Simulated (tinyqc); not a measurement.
Admittance spectroscopy and thermally stimulated current of one trap level in a depletion layer: one step, computed by the program tinyqc. Command: `OMP_NUM_THREADS=1 python tinyqc.py 3110353 3110354 out.jsonl admit walk`. One thread of a shared host (Intel(R) Xeon(R) Processor @ 2.30GHz), about 0.01 s of CPU time with the checks.

A Schottky junction on n-type material holds one donor-like electron trap; shallow donors are fully ionised and abrupt depletion edges are assumed.

Question. The capacitance step. With E_c - E_F = k_B T_p ln(N_c/N): lambda = sqrt(2 eps eps_0 (E_t - (E_c - E_F))/(e^2 N)); traps are empty and charged for x < x_t = w - lambda, and V_b = e (N w^2 + N_t x_t^2)/(2 eps eps_0). High frequency: C_hf = eps eps_0/w. Low frequency: C_lf = eps eps_0 (N + N_t)/(N w + N_t x_t).

Inputs (values chosen for the exercise, modelled on n-type beta-Ga2O3):

| quantity | value | unit |
|---|---|---|
| dielectric constant eps | 10.2 | - |
| shallow doping N | 1.9e+16 | 1/cm^3 |
| trap density N_t | 1.2e+15 | 1/cm^3 |
| trap depth E_t below the band | 0.246 | eV |
| band bending V_b | 1.7 | V |

E_c - E_F = k_B T_p ln(N_c/N) = 0.09018194 eV

Constants: eps_0 = 8.8541878128e-12 F/m; e = 1.602176634e-19 C.

Give: lambda; depletion width w; crossing point x_t; C_hf; C_lf; step (C_lf - C_hf)/C_hf; small-N_t estimate (N_t/N)(lambda/w).

Answer.

lambda = 96.15 nm

depletion width w = 312.9 nm

crossing point x_t = 216.7 nm

C_hf = 28.86 nF/cm^2

C_lf = 29.40 nF/cm^2

step (C_lf - C_hf)/C_hf = 0.01860

small-N_t estimate (N_t/N)(lambda/w) = 0.01941

Reading N_t/N straight from the step would give 0.0186 against the true 0.0632: the factor lambda/w must be known.
